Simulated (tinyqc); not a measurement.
# Input admittance of a MOSFET at zero drain bias: distributed channel and distributed gate: what changes with what

Source and drain grounded, strong inversion, w = 2 pi f, Cox = eps0 eox/tox. The channel is an RC line of resistance 1/(mu Cox Vo) per square fed from both ends, so one finger has the intrinsic admittance y = i w Cox L tanh(g)/g per width, g = (1/2) sqrt(i w tau), tau = L^2/(mu Vo). The vertical resistance rv/L is in series with y, the overlaps 2 i w Cov in parallel: y_t = 1/(1/y + rv/L) + 2 i w Cov. The gate strip is a line of Rsh/L per length loaded by y_t, so a finger has Y = y_t Wf tanh(k)/k, k = (Wf/sd) sqrt(y_t Rsh/L); the device has Nf Y.

Parameters, values chosen for the exercise; values of the order met in silicon radio-frequency transistors:

| symbol | value | unit | meaning |
|---|---|---|---|
| eox | 3.9 |  | relative permittivity of the gate insulator (close to silicon dioxide) |
| tox | 2.4 | nm | insulator thickness |
| L | 0.12 | um | channel length |
| Wf | 18 | um | finger width |
| Nf | 8 |  | number of fingers |
| mu | 400 | cm^2/(V s) | channel mobility |
| Vo | 0.39 | V | gate overdrive |
| Rsh | 3 | ohm/square | sheet resistance of the gate |
| rv | 5.9 | ohm um^2 | vertical resistivity of the gate stack |
| sd | 1 |  | number of ends at which a finger is contacted |
| Cov | 0.36 | fF/um | overlap and fringe capacitance on each side |
| f | 13 | GHz | frequency |

Constants: eps0 = 8.8541878128e-14 F/cm where lengths are in cm. Results are converted to the units shown.

Each table varies one quantity; the others keep the values above.

## Input impedance against frequency

Low-frequency limits, with c = Cox L and ct = c + 2 Cov: R_strip = Rsh Wf/(3 sd^2 L Nf), R_ch = (c/ct)^2 L/(12 mu Cox Vo Wf Nf), R_vert = (c/ct)^2 rv/(L Wf Nf), C = ct Wf Nf. Z = 1/(Nf Y) = R + 1/(i w C), Q = |Im Z|/R, far-point signal |1/cosh k|.

The same in every row: low-frequency R (ohm) = 19.07.

Input impedance against frequency:

| f (GHz) | w tau | \|k\| | R (ohm) | C (fF) | Q | signal at the far point |
|---|---|---|---|---|---|---|
| 0.1 | 5.800e-4 | 0.1116 | 19.07 | 352.3 | 236.8 | 1.000 |
| 0.3 | 0.001740 | 0.1933 | 19.07 | 352.3 | 78.95 | 0.9999 |
| 0.9 | 0.005220 | 0.3348 | 19.07 | 352.2 | 26.33 | 0.9989 |
| 2 | 0.01160 | 0.4990 | 19.07 | 351.8 | 11.86 | 0.9947 |
| 6 | 0.03480 | 0.8643 | 19.00 | 348.0 | 4.011 | 0.9550 |
| 20 | 0.1160 | 1.578 | 18.34 | 311.9 | 1.391 | 0.6914 |
| 40 | 0.2320 | 2.231 | 16.62 | 245.0 | 0.9769 | 0.4210 |
| 100 | 0.5800 | 3.520 | 11.83 | 147.8 | 0.9098 | 0.1521 |
| 300 | 1.740 | 5.982 | 7.295 | 89.40 | 0.8135 | 0.01930 |

R falls from 19.1 to 7.30 ohm and C falls from 352 to 89.4 fF. Q goes as f^(-1.00) between the first two rows and f^(-0.10) between the last two, where w tau = 1.74 and |k| = 5.98. The low-frequency limits hold both R and C within 5 % up to f = 6 GHz among the rows.

## Effect of the channel length

Same model as above.

Effect of the channel length:

| L (um) | w tau | \|k\| | R (ohm) | low-frequency R (ohm) | C (fF) | Q | signal at the far point |
|---|---|---|---|---|---|---|---|
| 0.03 | 0.004712 | 1.746 | 71.13 | 75.20 | 139.4 | 1.235 | 0.6210 |
| 0.058 | 0.01761 | 1.459 | 37.95 | 39.04 | 204.2 | 1.580 | 0.7508 |
| 0.11 | 0.06336 | 1.289 | 20.40 | 20.76 | 312.9 | 1.918 | 0.8224 |
| 0.22 | 0.2534 | 1.184 | 10.58 | 10.73 | 536.5 | 2.156 | 0.8565 |
| 0.42 | 0.9236 | 1.128 | 6.213 | 6.300 | 939.5 | 2.097 | 0.8535 |
| 0.8 | 3.351 | 1.073 | 4.599 | 4.685 | 1682 | 1.583 | 0.8052 |
| 1.6 | 13.40 | 0.8571 | 4.964 | 5.309 | 2707 | 0.9111 | 0.7916 |
| 3 | 47.12 | 0.5875 | 5.241 | 8.246 | 2590 | 0.9017 | 0.8878 |

As L goes from 0.03 to 3, R goes from 71.1 through a minimum of 4.60 (at L = 0.8 among the rows listed) to 5.24 ohm, C goes from 139 through a maximum of 2710 (at L = 1.6 among the rows listed) to 2590 fF and Q goes from 1.23 through a maximum of 2.16 (at L = 0.22 among the rows listed) to 0.902. R_strip falls as 1/L while R_ch grows with L, which gives the minimum of R.

tinyqc, about 0.01 s, one thread, Intel Xeon 2.30GHz (shared host): `OMP_NUM_THREADS=1 python tinyqc.py 2262046 2262047 out.jsonl`
